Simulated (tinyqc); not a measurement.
What each parameter does: ellipsoidal valleys in the axes of a wafer and a channel.

Valleys with axes a along [111], [1-1-1], [-11-1] and [-1-11], one whole valley each; inverse mass tensor w = 1/mt + (1/ml - 1/mt) a a. Device axes: z = nz/|nz|, x = nx/|nx|, y = z cross x; in them a = (ax, ay, az). Confinement mass mz = 1/w_zz. In the plane w_ij is replaced by u_ij = w_ij - w_iz w_jz/w_zz (i, j = x, y); density-of-states mass md = 1/sqrt(det u); conductivity mass along x mc = 1/u_xx; ballistic transport mass mx = u_yy/det u, width mass my = 1/u_yy.

Hard walls: E_n = c (n pi/t)^2/mz, c = hbar^2/2m0, n = 1, 2, 3. Non-degenerate share of a valley proportional to md sum_n exp(-E_n/kT); mean 1/mc = sum of share/mc. 1 nm = 10 angstrom.

Constants: hbar^2/2m0 = 3.80998211 eV angstrom^2; kB = 8.617333262e-05 eV/K.

Parameters, chosen for this exercise (near those of the L valleys of GaAs; not measured data):
- ml = 1.917 m0 (longitudinal mass)
- mt = 0.078 m0 (transverse mass)
- nz = (1, 1, 0) (surface normal (confinement))
- nx = (1, -1, 0) (channel direction)
- t = 4.4 nm (thickness of the film)
- T = 77 K (temperature)

Lowest E1, its share and the mean conductivity mass. Each row changes one parameter from the base and keeps the others.

Results:

| case | lowest E1 (meV) | share | mean mc (m0) |
|---|---|---|---|
| base | 89.76 | 1.0000 | 0.0780 |
| ml = 2.109 m0 | 89.14 | 1.0000 | 0.0780 |
| mt = 0.086 m0 | 82.04 | 1.0000 | 0.0860 |
| t = 4.84 nm | 74.18 | 1.0000 | 0.0780 |
| T = 69.3 K | 89.76 | 1.0000 | 0.0780 |

The largest shifts from the base row, up to three for each result and ties (the steps differ in size, so this ranks the rows, not the parameters). lowest E1 (meV): t -15.58, mt -7.72, ml -0.61; unchanged at the printed digits by T. share: unchanged at the printed digits by ml, mt, t and T. mean mc (m0): mt +0.0080; unchanged at the printed digits by ml, t and T.

Run: tinyqc, `OMP_NUM_THREADS=1 python tinyqc.py 1851052 1851053 out.jsonl`; Intel(R) Xeon(R) Processor @ 2.30GHz, one thread, shared host; about 0.01 s of CPU time with all checks.
